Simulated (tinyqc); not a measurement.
From one set of inputs to another, one input at a time: Landau-Devonshire theory of a uniaxial ferroelectric. Computed by tinyqc, a small Python program. Command: `OMP_NUM_THREADS=1 python tinyqc.py 3023226 3023227 out.jsonl ferro ladder`. One thread of a shared host (Intel(R) Xeon(R) Processor @ 2.30GHz), about 0.02 s of CPU time with the checks.

G(P) = (alpha/2) P^2 + (beta*/4) P^4 + (gamma/6) P^6 - E P per volume, SI units, one domain, P along the polar axis, which is normal to the film.

The inputs printed are set A. Inputs not listed in the table keep their values of set A, so the rows need not describe a real material.

Inputs (values chosen for the exercise, modelled on barium titanate):
```
quantity                        value         unit
alpha_0                        693000  J m/(C^2 K)
Curie-Weiss temperature T0        381            K
beta                        -8.47e+08    J m^5/C^4
gamma                        1.62e+10    J m^9/C^6
temperature T                     329            K
misfit strain u_m              -0.014            -
electrostriction Q12           -0.043      m^4/C^2
compliance s11 + s12          5.6e-12        m^2/N
gradient coefficient g        2.5e-11    J m^3/C^2
```

Sample: epitaxial film.

Constants: eps_0 = 8.8541878128e-12 F/m.

Method:
- alpha = alpha_0 (T - T0*), with clamping: T0* = T0 + 4 Q12 u_m/(alpha_0 (s11 + s12)), beta* = beta + 4 Q12^2/(s11 + s12).
- Ps^2 = [-beta* + sqrt(beta*^2 - 4 alpha gamma)]/(2 gamma).
- chi = 1/(eps_0 G''), G'' = alpha + 3 beta* P^2 + 5 gamma P^4 at Ps. Ps, chi and the coercive field are for perfect screening, without a depolarising field. The intrinsic coercive field is |alpha P + beta* P^3 + gamma P^5| at the P_c where G'' = 0. 1 C/m^2 = 100 microcoulomb/cm^2.
- With the term (g/2) (dP/dx)^2, (g/2) P'^2 = G(P) - G(Ps) across the wall: energy = int_(-Ps)^(Ps) sqrt(2 g [G(P) - G(Ps)]) dP (40 Gauss-Legendre points); width = 2 Ps over the slope at P = 0, sqrt(2 |G(Ps)|/g). Elastic coupling inside the wall is left out.

Each row keeps all changes above it:
```
input moved                               from          to  spontaneous polarisation Ps (microcoulomb/cm^2)  intrinsic coercive field (MV/m)  wall width (nm)
set A                                        -           -                                            39.45                             93.6            0.579
gradient coefficient g (J m^3/C^2)     2.5e-11     2.9e-10                                            39.45                             93.6            1.972
Curie-Weiss temperature T0 (K)             381         420                                            40.06                            100.7            1.916
gamma (J m^9/C^6)                     1.62e+10  6220000000                                            49.60                            121.4            1.937
temperature T (K)                          329         282                                            50.51                            132.1            1.874
beta (J m^5/C^4)                    -847000000  -223000000                                            46.43                            113.0            1.931
misfit strain u_m                       -0.014     -0.0064                                            38.18                             50.0            2.627
electrostriction Q12 (m^4/C^2)          -0.043      -0.033                                            39.93                             47.0            2.785
```

Where does the difference come from?

Spontaneous polarisation Ps goes from 39.4 to 39.9, a factor 1.012 in all. The largest single move comes from gamma (a factor 1.24), and misfit strain u_m works against it (a factor 0.822). Intrinsic coercive field goes from 93.6 to 47.0, a factor 0.502 in all. The largest single move comes from misfit strain u_m (a factor 0.443), and gamma works against it (a factor 1.21). Wall width goes from 0.579 to 2.78, a factor 4.81 in all. The largest single move comes from gradient coefficient g (a factor 3.41). The single moves hold for this order of the switches; the total does not depend on the order.

Caution (rows set A, gradient coefficient g, Curie-Weiss temperature T0, gamma, temperature T, beta): the strain shifts T0 by more than 500 K here, which is beyond the range where constant coefficients hold. Caution (all rows): far below T0* the expansion with linear alpha(T) is only a fit. Caution (rows set A): a wall under 0.8 nm, some two lattice spacings, wide is outside the continuum picture.

Extremes, crossings and ranges named in words are read from the listed rows.
